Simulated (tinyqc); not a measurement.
# Worked calculation: on-chip power grid, static voltage drop by conjugate gradients

tinyqc, about 0.1 s, one thread, Intel Xeon 2.30GHz (shared host): `OMP_NUM_THREADS=1 python tinyqc.py 2770115 2770116 out.jsonl` Printed values are rounded.

A grid of 4 rows and 3 columns, node k = 3 row + column. Neighbours in a row are joined by Rx, in a column by Ry; pad nodes, which reach the supply through Rp: 0, 2, 9, 11. Each node draws I0, node 11 draws kh I0. The drops u = Vdd - V solve G u = i, with G the conductance matrix (1/Rp added on the diagonal at pad nodes).

Inputs (values chosen for the exercise):
```
symbol,value,unit,meaning
Vdd,0.8,V,supply voltage
Rx,0.27,ohm,resistance of a horizontal segment
Ry,0.17,ohm,resistance of a vertical segment
Rp,0.055,ohm,resistance from a pad node to the supply
I0,12,mA,load current of an ordinary node
kh,8,,factor on the load at the hot node
```

## Diagonal of G, loads and first direction

G_kk = sum of the conductances at node k. Start u = 0, so the residual is r = i; p = r.

G_kk (S):
```
         col 0    col 1    col 2
row 0  27.7679  13.2898  27.7679
row 1  15.4684  19.1721  15.4684
row 2  15.4684  19.1721  15.4684
row 3  27.7679  13.2898  27.7679
```

r at the start (mA):
```
       col 0  col 1  col 2
row 0     12     12     12
row 1     12     12     12
row 2     12     12     12
row 3     12     12     96
```

p at the start (mA):
```
       col 0  col 1  col 2
row 0     12     12     12
row 1     12     12     12
row 2     12     12     12
row 3     12     12     96
```

## Iteration 1: conjugate-gradient step

u at the start (mV):
```
       col 0  col 1  col 2
row 0      0      0      0
row 1      0      0      0
row 2      0      0      0
row 3      0      0      0
```

q = G p; a = (r.r)/(p.q); u(new) = u + a p; r(new) = r - a q; b = (r.r)(new)/(r.r); p(new) = r(new) + b p.

q (mA S):
```
        col 0    col 1    col 2
row 0  218.18     0.00   218.18
row 1    0.00     0.00     0.00
row 2    0.00     0.00  -494.12
row 3  218.18  -311.11  2550.68
```

a = 0.0444339 ohm

u after iteration 1 (mV):
```
         col 0    col 1    col 2
row 0  0.53321  0.53321  0.53321
row 1  0.53321  0.53321  0.53321
row 2  0.53321  0.53321  0.53321
row 3  0.53321  0.53321  4.26566
```

r after iteration 1 (mA):
```
         col 0    col 1     col 2
row 0   2.3053  12.0000    2.3053
row 1  12.0000  12.0000   12.0000
row 2  12.0000  12.0000   33.9556
row 3   2.3053  25.8239  -17.3369
```

b = 0.277812

p after iteration 1 (mA):
```
         col 0    col 1    col 2
row 0   5.6391  15.3337   5.6391
row 1  15.3337  15.3337  15.3337
row 2  15.3337  15.3337  37.2893
row 3   5.6391  29.1576   9.3330
```

## Iteration 2: conjugate-gradient step

As before.

q (mA S):
```
         col 0     col 1    col 2
row 0    9.595    71.812    9.595
row 1   57.028     0.000  -72.123
row 2   57.028  -162.634  374.917
row 3  -41.605   241.847  -68.182
```

a = 0.153710 ohm

u after iteration 2 (mV):
```
         col 0    col 1    col 2
row 0  1.39999  2.89016  1.39999
row 1  2.89016  2.89016  2.89016
row 2  2.89016  2.89016  6.26495
row 3  1.39999  5.01503  5.70024
```

r after iteration 2 (mA):
```
        col 0     col 1     col 2
row 0  0.8305    0.9617    0.8305
row 1  3.2343   12.0000   23.0860
row 2  3.2343   36.9985  -23.6728
row 3  8.7004  -11.3505   -6.8566
```

b = 0.960223

p after iteration 2 (mA):
```
         col 0    col 1    col 2
row 0   6.2453  15.6855   6.2453
row 1  17.9581  26.7238  37.8098
row 2  17.9581  51.7223  12.1333
row 3  14.1152  16.6474   2.1051
```

## Iteration 3: conjugate-gradient step

As before.

q (mA S):
```
          col 0     col 1     col 2
row 0     9.688     4.997  -107.087
row 1    36.433   -90.713   377.772
row 2  -102.447   625.051  -238.676
row 3   224.655  -143.084   -74.574
```

a = 0.0716509 ohm

u after iteration 3 (mV):
```
         col 0    col 1    col 2
row 0  1.84747  4.01404  1.84747
row 1  4.17687  4.80494  5.59926
row 2  4.17687  6.59610  7.13431
row 3  2.41135  6.20783  5.85107
```

r after iteration 3 (mA):
```
         col 0    col 1    col 2
row 0   0.1364   0.6037   8.5034
row 1   0.6238  18.4996  -3.9817
row 2  10.5747  -7.7870  -6.5715
row 3  -7.3963  -1.0983  -1.5134
```

b = 0.244712

p after iteration 3 (mA):
```
         col 0    col 1    col 2
row 0   1.6647   4.4421  10.0317
row 1   5.0184  25.0393   5.2708
row 2  14.9693   4.8700  -3.6023
row 3  -3.9422   2.9755  -0.9982
```

## Course of the conjugate-gradient iteration

Stop when |r| is below 1e-9 mA.

Course of the iteration:
```
iteration  largest u (mV)  |r| (mA)
1                 4.26566      54.8
2                 6.26495      53.7
3                 7.13431      26.6
4                 6.95836      11.0
5                 6.77022      5.71
6                 6.74766     0.651
7                 6.75651     0.267
8                 6.75784    0.0752
9                 6.75767    0.0186
10                6.75800   9.33e-3
11                6.75812   2.21e-5
12                6.75812   < 1e-11
```

Converged in 12 iterations for 12 unknowns; in exact arithmetic the method needs at most 12. The condition number of the matrix is 12.4. Gauss-Seidel sweeps in node order need 71 to reach the same residual.

## Worst drop, pad currents and power lost

converged u (mV):
```
         col 0    col 1    col 2
row 0  2.17199  4.94218  2.30424
row 1  5.10123  6.30731  5.72551
row 2  5.23108  6.75812  6.74046
row 3  2.35947  6.14153  5.70430
```

Pad current u/Rp; worst drop as a share of Vdd; power lost in the grid and pads sum_k i_k u_k; power delivered sum_k i_k (Vdd - u_k).

worst drop = 6.75812 mV
share of Vdd = 0.844765 %
pad currents (mA): node 0 39.4908, node 2 41.8953, node 9 42.8995, node 11 103.714
power lost = 1.19301 mW
power delivered = 181.207 mW

The pad currents add up to the total load, 228.0 mA. The worst drop is at node 7, not at the hot node.
